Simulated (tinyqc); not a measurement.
Inside a calculation. Method: plane-wave Kohn-Sham cycle with exchange-only LDA in a layered model solid. One step of it, computed by the program tinyqc.

Task: Iteration 1: potential. V_H(G) = 4 pi rho(G)/G^2 for G != 0 (uniform background); v_x = -(3 rho/pi)^(1/3); V = V_ext + V_H + v_x; Fourier components f(G_m) = (1/N) sum_j f(x_j) exp(-i G_m x_j).

A solid whose potential varies along x alone (atomic units):
```
parameter                      value
period a                   15.800000
cross-section of the cell   8.000000
electrons per cell                 2
grid points                       16
plane waves -n..n, n               3
k points                           2
V1 in V1 cos(2 pi x/a)     -0.430000
```

density at the start, on the grid x_j = j a/N (e/bohr^3): [0.01582278, 0.01582278, 0.01582278, 0.01582278, 0.01582278, 0.01582278, 0.01582278, 0.01582278, 0.01582278, 0.01582278, 0.01582278, 0.01582278, 0.01582278, 0.01582278, 0.01582278, 0.01582278]

Give: Potentials on the grid; V(G_m), m = 0, 1, 2, ....

Result:

Potentials on the grid (hartree):
```
x        V_ext    V_H     v_x       V
0.000   -0.430  0.000  -0.247  -0.677
0.988   -0.397  0.000  -0.247  -0.644
1.975   -0.304  0.000  -0.247  -0.551
2.962   -0.165  0.000  -0.247  -0.412
3.950        0  0.000  -0.247  -0.247
4.938    0.165  0.000  -0.247  -0.083
5.925    0.304  0.000  -0.247   0.057
6.912    0.397  0.000  -0.247   0.150
7.900    0.430  0.000  -0.247   0.183
8.887    0.397  0.000  -0.247   0.150
9.875    0.304  0.000  -0.247   0.057
10.863   0.165  0.000  -0.247  -0.083
11.850       0  0.000  -0.247  -0.247
12.838  -0.165  0.000  -0.247  -0.412
13.825  -0.304  0.000  -0.247  -0.551
14.812  -0.397  0.000  -0.247  -0.644
```

V(G_m), m = 0, 1, 2, ... (hartree): [-0.247, -0.215, 0.000, 0.000, 0.000, 0.000, 0.000]
